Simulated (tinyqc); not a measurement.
# Permittivity and interlayer from two capacitances

Question. A two-layer stack has Cox = eps0/(t1/e1 + t2/e2) and EOT = 3.9 eps0/Cox. Find e2, the EOT of layer 1 and, with e1 given, t1.

Parameters, values chosen for the exercise: relative permittivity of layer 1 e1 = 4.05.

Constants: eps0 = 8.8541878128e-14 F/cm where lengths are in cm. Results are converted to the units shown.

Cox at t2 = 1.5 and 7.3 nm (uF/cm^2): 1.6497358  1.1095965

Answer. EOT is linear in t2 with slope 3.9/e2, and its intercept is the EOT of layer 1.

e2 = 22.20
EOT of layer 1 = 1.830 nm
t1 = 1.900 nm

Program tinyqc, `OMP_NUM_THREADS=1 python tinyqc.py 2010153 2010154 out.jsonl`; Intel Xeon 2.30GHz, shared host, one thread, about 0.01 s.
